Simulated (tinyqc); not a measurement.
Interface traps by the conductance method, one level: one step of the calculation.

MOS capacitor on an n-type substrate; psi is the band bending, negative in depletion; only majority carriers are counted. The traps exchange electrons with the conduction band; their admittance lies in parallel with Cd, and that pair in series with Cox and Rs. w = 2 pi f.

Question. Extraction from the readings. Ignoring Rs: Gp/w = w Cox^2 Gm/[Gm^2 + w^2 (Cox - Cm)^2].

Cox = 367.35460 nF/cm^2
Cm = 121.56519 nF/cm^2
Gm/w = 33.531671 nF/cm^2

Find: extracted Gp/w.

Answer.

extracted Gp/w = 73.53 nF/cm^2

The uncorrected series resistance makes this within 0.01 % of the true Gp/w.

Range of the model: In a narrow-gap semiconductor minority carriers respond as well once the bending nears the inversion point; they are left out.

Numbers from tinyqc (`OMP_NUM_THREADS=1 python tinyqc.py 2030166 2030167 out.jsonl`; about 0.01 s on one thread of a shared Intel Xeon 2.30GHz).
